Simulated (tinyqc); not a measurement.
Buckled dimers of a reconstructed (001) surface, two dangling bonds a dimer, step by step. Values are carried at full precision from step to step, so a last printed digit may differ when a step is redone from the rounded ones.

In a dimer one atom moves up by z and the other down by z; the dangling bond of the up atom (more s-like) falls by gm z and that of the down atom rises by gm z. With all dimers tilted alike: H(k) = [[-gm z - 2 ta cos k, -tp - 2 tx cos k], [., gm z - 2 ta cos k]], k along the row in 1/a. Two electrons a dimer fill the lowest N of the 2N levels on the mesh k_j = (j + 1/2) pi/N. Total energy a dimer: W(z) = (2/N) sum of the filled levels + kf z^2. Repulsion between electrons is left out.

Constants: kB = 8.617333262e-05 eV/K.

Inputs chosen for the exercise (of the size met on Si(001); shifted at random, so the results belong to these values and not to a real crystal):
```
symbol  value  unit           meaning
tp      0.32   eV             pi coupling inside a dimer
ta      0.19   eV             coupling between like atoms along the row
tx      0      eV             diagonal coupling along the row
gm      2.15   eV/angstrom    shift of a dangling bond with height
z       0.09   angstrom       a trial buckling
k       0.59   pi/a           wave vector along the row
kf      6.4    eV/angstrom^2  force constant of buckling
N       16                    k points
```

## One k point at the trial buckling

Form H, its levels and the weight of the lower one on the up atom, (1 + gm z/sqrt((gm z)^2 + h^2))/2 with h the off-diagonal element; k is given in pi/a.

H (eV):
```
,up,down
up,-0.0875,-0.3200
down,-0.3200,0.2995
```

levels (eV): -0.2679  0.4800

weight on the up atom = 0.7587

## The bands on the mesh

Both levels at each k_j for the trial z, and W(z).

Levels (eV):
```
j,k (pi/a),lower,upper
0,0.0312,-0.7521,-0.0042
1,0.0938,-0.7376,0.0103
2,0.1562,-0.7091,0.0388
3,0.2188,-0.6677,0.0802
4,0.2812,-0.6150,0.1329
5,0.3438,-0.5531,0.1948
6,0.4062,-0.4843,0.2636
7,0.4688,-0.4112,0.3367
8,0.5312,-0.3367,0.4112
9,0.5938,-0.2636,0.4843
10,0.6562,-0.1948,0.5531
11,0.7188,-0.1329,0.6150
12,0.7812,-0.0802,0.6677
13,0.8438,-0.0388,0.7091
14,0.9062,-0.0103,0.7376
15,0.9688,0.0042,0.7521
```

band energy = -0.7490 eV
elastic energy = 0.0518 eV
W = -0.6971 eV

The bands overlap on this mesh, so some upper levels are filled.

## An isolated dimer

For ta = tx = 0, W = -2 sqrt(tp^2 + (gm z)^2) + kf z^2. It buckles if gm^2/kf > tp; then sqrt(tp^2 + (gm z)^2) = gm^2/kf, the gap is twice that, and the gain is (gm^2/kf - tp)^2 kf/gm^2.

gm^2/kf = 0.7223 eV
buckling z = 0.3012 angstrom
gap = 1.4445 eV
gain = 0.2240 eV

The pi bond is too weak to resist: the dimer tilts and charge moves to the up atom.

## The row at its minimum

Minimise W over z from 0 to 1 angstrom. Gap: lowest upper level less highest lower level on 201 points from 0 to pi (negative: overlap). Charge moved to the up atom: the mean of gm z/sqrt((gm z)^2 + h^2) over the mesh, valid for a full lower band.

z = 0.3012 angstrom
gain over flat dimers = 0.1948 eV

gap (eV): flat -0.1200, at the minimum 0.6845

charge moved = 0.896 e

Buckling turns overlapping bands into a gap, as one-electron models find for Si(001). Per dimer, the gain is also the barrier for flipping the whole row together in this picture, 7.5 kT at 300 K.

## Checks

- Buckling of an isolated dimer from the formula against numerical minimisation: both 0.3012.

Run: tinyqc, `OMP_NUM_THREADS=1 python tinyqc.py 1451397 1451398 out.jsonl`; Intel(R) Xeon(R) Processor @ 2.30GHz, one thread, shared host; about 0.05 s of CPU time with all checks.
